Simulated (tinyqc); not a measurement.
From results back to parameters: direct gap of a germanium-like layer under biaxial tension. Four cases, with inputs chosen for the exercise.

Problem. A (001) layer under biaxial tension e_par has ezz = -2 (C12/C11) e_par, Ec = Eg + ac tr(e), E(HH) = -P - Q and E(LH) = -P + (Q - Dso + sqrt(Dso^2 + 2 Dso Q + 9 Q^2))/2 with P = -av tr(e), Q = -b (e_par - ezz). The transition from the light-hole edge is given.

Find: e_par; Ec - E(HH).

Method. Ec - E(LH) falls steadily with tension, so bisection between 0 and 4 % gives the only root; then Ec - E(HH) = Eg + (ac - av) tr(e) + Q.

Case 1.

Values chosen (near those of Ge, gaps at low temperature; not measured data): Eg = 0.915 eV (gap at Gamma to the s-like level); Dso = 0.287 eV (spin-orbit splitting); ac = -8.21 eV (conduction deformation potential); av = 1.26 eV (valence hydrostatic potential); b = -2.57 eV (tetragonal shear potential); C11 = 126.6 GPa; C12 = 47.7 GPa.

Ec - E(LH) = 0.821400 eV

Solution.

e_par = 0.550 %
Ec - E(HH) = 0.8749 eV

Case 2.

Values chosen (near those of Ge, gaps at low temperature; not measured data): Eg = 0.899 eV (gap at Gamma to the s-like level); Dso = 0.291 eV (spin-orbit splitting); ac = -8.15 eV (conduction deformation potential); av = 1.26 eV (valence hydrostatic potential); b = -2.51 eV (tetragonal shear potential); C11 = 126.6 GPa; C12 = 48.5 GPa.

Ec - E(LH) = 0.730846 eV

Solution.

e_par = 0.980 %
Ec - E(HH) = 0.8287 eV

Case 3.

Values chosen (near those of Ge, gaps at low temperature; not measured data): Eg = 0.894 eV (gap at Gamma to the s-like level); Dso = 0.289 eV (spin-orbit splitting); ac = -8.39 eV (conduction deformation potential); av = 1.26 eV (valence hydrostatic potential); b = -2.51 eV (tetragonal shear potential); C11 = 129.7 GPa; C12 = 48.3 GPa.

Ec - E(LH) = 0.548512 eV

Solution.

e_par = 1.890 %
Ec - E(HH) = 0.7478 eV

Case 4.

Values chosen (near those of Ge, gaps at low temperature; not measured data): Eg = 0.897 eV (gap at Gamma to the s-like level); Dso = 0.291 eV (spin-orbit splitting); ac = -8.19 eV (conduction deformation potential); av = 1.25 eV (valence hydrostatic potential); b = -2.55 eV (tetragonal shear potential); C11 = 128.5 GPa; C12 = 47.6 GPa.

Ec - E(LH) = 0.787540 eV

Solution.

e_par = 0.640 %
Ec - E(HH) = 0.8493 eV

Computed by tinyqc, one run a case: `OMP_NUM_THREADS=1 python tinyqc.py N N+1 out.jsonl` with N = 1051286, 1051291, 1051305, 1051310; one thread of a shared Intel(R) Xeon(R) Processor @ 2.30GHz, about 0.01 s a run at most.
